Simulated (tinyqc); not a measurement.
Ranking of structures: pair-potential crystal by lattice sums. Computed by tinyqc, a small Python program. Command: `OMP_NUM_THREADS=1 python tinyqc.py 3015917 3015918 out.jsonl pairsum walk`. One thread of a shared host (Intel(R) Xeon(R) Processor @ 2.30GHz), about 0.02 s of CPU time with the checks.

Energy per atom E = (1/2) sum over neighbours of phi(r); d is the nearest-neighbour distance.

Inputs (values chosen for the exercise, for model atoms):
```
quantity            value      unit
well depth eps      0.334        eV
pair minimum r0      2.99  angstrom
cut-off r_c/r0        2.4         -
stiffness alpha r0    4.4         -
```

Potential: Morse. Structure: sc.

Constants: 1 eV/angstrom^3 = 160.2176634 GPa.

Method:
- phi0(r) = eps [exp(-2 alpha (r - r0)) - 2 exp(-alpha (r - r0))]; shifted-force cut-off: phi(r) = phi0(r) - phi0(r_c) - (r - r_c) phi0'(r_c) for r < r_c, zero beyond.
- Shells (distance in units of d, count): fcc 1.0000 (12), 1.4142 (6), 1.7321 (24), 2.0000 (12), 2.2361 (24), 2.4495 (8), 2.6458 (48), 2.8284 (6), 3.0000 (36), 3.1623 (24); hcp 1.0000 (12), 1.4142 (6), 1.6330 (2), 1.7321 (18), 1.9149 (12), 2.0000 (6), 2.2361 (12), 2.3805 (12), 2.4495 (6), 2.5166 (6), 2.5820 (12), 2.6458 (24), 2.7080 (6), 2.8868 (12), 3.0000 (12), 3.1091 (24), 3.1623 (12); bcc 1.0000 (8), 1.1547 (6), 1.6330 (12), 1.9149 (24), 2.0000 (8), 2.3094 (6), 2.5166 (24), 2.5820 (24), 2.8284 (24), 3.0000 (32); sc 1.0000 (6), 1.4142 (12), 1.7321 (8), 2.0000 (6), 2.2361 (24), 2.4495 (24), 2.8284 (12), 3.0000 (30), 3.1623 (24); diamond 1.0000 (4), 1.6330 (12), 1.9149 (12), 2.3094 (6), 2.5166 (12), 2.8284 (24), 3.0000 (16). Volumes per atom in d^3: fcc 0.70711, hcp 0.70711, bcc 0.76980, sc 1.00000, diamond 1.53960; hcp has the ideal c/a. Every shell inside the cut-off is summed.
- Equilibrium: dE/dd = 0 at the lowest minimum with d between 0.78 r0 and 1.45 r0; B = d^2 E''(d)/(9 Omega).

Each structure at its own equilibrium:
```
structure  neighbours  d (angstrom)  E (eV/atom)  volume (angstrom^3)  B (GPa)
fcc                12        2.8148      -2.6437               15.769   111.47
hcp                12        2.8154      -2.6432               15.780   110.81
bcc                 8        2.7407      -2.6092               15.847   107.14
sc                  6        2.6691      -1.9316               19.015    66.19
diamond             4        2.7197      -1.0151               30.973    20.97
```

What follows from these numbers?

The order is fcc < hcp < bcc < sc < diamond; fcc lies 0.45 meV below hcp. fcc (-2.643685 eV) and hcp (-2.643231 eV) share two shells and differ from the third on. Pair forces reward the number of bonds: diamond reaches only 38 % of the best binding. Caution: each structure is relaxed in d alone and may be unstable against shear; the tiny fcc-hcp difference depends on the cut-off.

Extremes, crossings and ranges named in words are read from the listed rows.
